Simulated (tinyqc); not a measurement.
Cabrera-Mott growth of a thin oxide under its own electric field: one step, computed by the program tinyqc. Command: `OMP_NUM_THREADS=1 python tinyqc.py 3029983 3029984 out.jsonl cabrera walk`. One thread of a shared host (Intel(R) Xeon(R) Processor @ 2.30GHz), about 0.02 s of CPU time with the checks.

Electrons cross the film freely and set a fixed potential V across it; the field V/x lowers the barrier for ions entering the oxide.

Question. Thickness after time t. u = u0 exp(-W/(k_B T)), X1 = z b V/(k_B T) with V in volts and k_B T in eV; dx/dt = u exp(X1/x). t(x) = int_(x0)^x dx / (dx/dt) by Gauss-Legendre quadrature (80 points on each side of (x0 + 2 x)/3), solved for x.

Inputs (values chosen for the exercise, for a model metal):
```
quantity               value      unit
Mott potential V        0.54         V
temperature T            295         K
starting thickness x0      3  angstrom
time t                    96         s
```

Backward hops: ignored.

u = 6.232891e-10 angstrom/s

X1 = 55.22964 angstrom

Give: thickness x; rate at time t; field at time t.

Answer.

thickness x = 3.664 angstrom

rate at time t = 0.002195 angstrom/s

field at time t = 14.74 MV/cm

X1/x = 15.1: the field term still rules. Caution: the starting field or rate is formal: the first layers form as fast as oxygen arrives.
